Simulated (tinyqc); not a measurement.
# Changing the fraction x of B sites

Model: two-sublattice mean-field magnet: ferrimagnet, compensation points and susceptibility. Computed by tinyqc, a small Python program. Command: `OMP_NUM_THREADS=1 python tinyqc.py 3002058 3002059 out.jsonl ferri sweep`. One thread of a shared host (Intel(R) Xeon(R) Processor @ 2.30GHz), about 0.05 s of CPU time with the checks.

A random alloy A(1-x)B(x) with H = -sum over pairs J S_i.S_j. a = <S_A> and b = <S_B> are taken along z, a > 0. Exchange fields: h_A = (1 - x) zJ_AA a + x zJ_AB b, h_B = (1 - x) zJ_AB a + x zJ_BB b; a = S_A B_(S_A)(S_A h_A/(k_B T)) and likewise for b, with the Brillouin function B_S(y) = [(2S + 1)/(2S)] coth[(2S + 1) y/(2S)] - [1/(2S)] coth[y/(2S)].

Inputs (values chosen for the exercise, for a model ferrimagnet):

| quantity | value | unit |
|---|---|---|
| spin S_A | 1.5 | - |
| spin S_B | 3.5 | - |
| g factor g_A | 2 | - |
| g factor g_B | 2 | - |
| z J_AA | 17.9 | meV |
| z J_BB | 2.6 | meV |
| z J_AB | -7.8 | meV |
| T over T_c | 0.17 | - |
| largest number of steps | 3000 | - |

Constants: k_B = 8.617333262e-05 eV/K.

Method:
- Linearised, T (a, b) = M (a, b) with M_ij = S_i (S_i + 1) c_j zJ_ij/(3 k_B), c_A = 1 - x, c_B = x. T_c is the larger eigenvalue, and its eigenvector gives b/a at onset, (T_c - M_AA)/M_AB.
- Repeat from a = S_A, b = -S_B until a and b change by less than 1e-10.
- Net moment m = (1 - x) g_A a + x g_B b in mu_B per site; net spin s = (1 - x) a + x b. At T = 0, a = S_A and b = -S_B. Effective g = m/s.
- T_M: m = 0; T_A: s = 0; searched between 0.02 and 0.97 T_c, and given as 0 if there is no change of sign.

One run for each value:

| fraction x of B sites | m at T = 0 (mu_B) | magnetic compensation T_M (K) | T_c (K) | net moment m (mu_B) | angular-momentum compensation T_A (K) |
|---|---|---|---|---|---|
| 0.08 | 2.2 | 0.00 | 255.20 | 2.2064 | 0.00 |
| 0.13 | 1.7 | 0.00 | 252.16 | 1.7114 | 0.00 |
| 0.18 | 1.2 | 0.00 | 248.92 | 1.2164 | 0.00 |
| 0.24 | 0.6 | 0.00 | 244.77 | 0.6223 | 0.00 |
| 0.29 | 0.1 | 0.00 | 241.08 | 0.1270 | 0.00 |
| 0.34 | -0.4 | 158.02 | 237.18 | -0.3685 | 158.02 |
| 0.39 | -0.9 | 0.00 | 233.06 | -0.8643 | 0.00 |
| 0.45 | -1.5 | 0.00 | 227.82 | -1.4596 | 0.00 |
| 0.50 | -2.0 | 0.00 | 223.18 | -1.9561 | 0.00 |
| 0.55 | -2.5 | 0.00 | 218.29 | -2.4531 | 0.00 |

Over the rows, m at T = 0 (mu_B) falls from 2.20 to -2.50; magnetic compensation T_M (K) goes from 0 through a maximum among these rows, 158 at 0.340, to 0; T_c (K) falls from 255 to 218 (exponent d ln y / d ln x -0.025 between the first rows and -0.23 between the last). A zero marks no compensation point.

Extremes, crossings and ranges named in words are read from the listed rows.
